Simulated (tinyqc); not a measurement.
Haynes-Shockley experiment: drift, diffusion and decay of a minority-carrier pulse: one step, computed by the program tinyqc. Command: `OMP_NUM_THREADS=1 python tinyqc.py 3113366 3113367 out.jsonl haynes walk`. One thread of a shared host (Intel(R) Xeon(R) Processor @ 2.30GHz), about 0.01 s of CPU time with the checks.

A thin sheet of excess carriers is made at x = 0, t = 0 in a long uniform bar; injection is low, so the pulse moves with the minority mobility.

Question. Two distances. dn(x, t) = N0/sqrt(4 pi D t) exp(-(x - v t)^2/(4 D t) - t/tau). At fixed x the signal peaks where d ln(dn)/dt = 0: a t^2 + t/2 - x^2/(4 D) = 0 with a = v^2/(4 D) + 1/tau. Differences remove part of the bias: mu = (d2 - d)/(F (t_p2 - t_p)). The time-integrated signal is A(x) = (N0/u) exp(x (v - u)/(2 D)), u = sqrt(v^2 + 4 D/tau); the simple lifetime is tau = (t_p2 - t_p)/ln(A(d)/A(d2)).

Inputs (values chosen for the exercise, modelled on electrons in p-type germanium in a lightly doped bar): lifetime tau = 82 microsecond; temperature T = 300 K; field F = 17 V/cm; distance d to the collector = 0.35 cm; second distance d2 = 0.66 cm.

drift velocity v = 62050 cm/s

D = 94.35980 cm^2/s

time of the peak t_p = 5.612818 microsecond

Give: t_p2; mobility from two distances; area ratio A(d)/A(d2); lifetime from areas.

Answer.

t_p2 = 10.6 microsecond

mobility from two distances = 3652 cm^2/(V s)

area ratio A(d)/A(d2) = 1.06

lifetime from areas = 82.0 microsecond
